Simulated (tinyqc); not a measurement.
# Trap density from the barrier height

Inverse problem. In a partly depleted grain with all boundary traps filled, 2 N W = Qt and VB = q N W^2/(2 eps0 eps_r). Find Qt, W and the doping at which VB would equal Vt.

Inputs (values chosen for the exercise): temperature T = 300 K; relative permittivity eps_r = 11.7.

Constants: q = 1.602176634e-19 C, kB = 1.380649e-23 J/K, Vt = kB T/q, eps0 = 8.8541878128e-14 F/cm where lengths are in cm. Results are converted to the units shown.

doping = 7.7e18 cm^-3
barrier height = 0.057846564 V

Answer. Eliminating W gives VB = q Qt^2/(8 eps0 eps_r N), which falls as 1/N.

Qt = 4.80e12 cm^-2
W = 3.12 nm
doping for VB = Vt = 1.72e19 cm^-3

Program tinyqc, `OMP_NUM_THREADS=1 python tinyqc.py 2830147 2830148 out.jsonl`; Intel Xeon 2.30GHz, shared host, one thread, about 0.01 s.
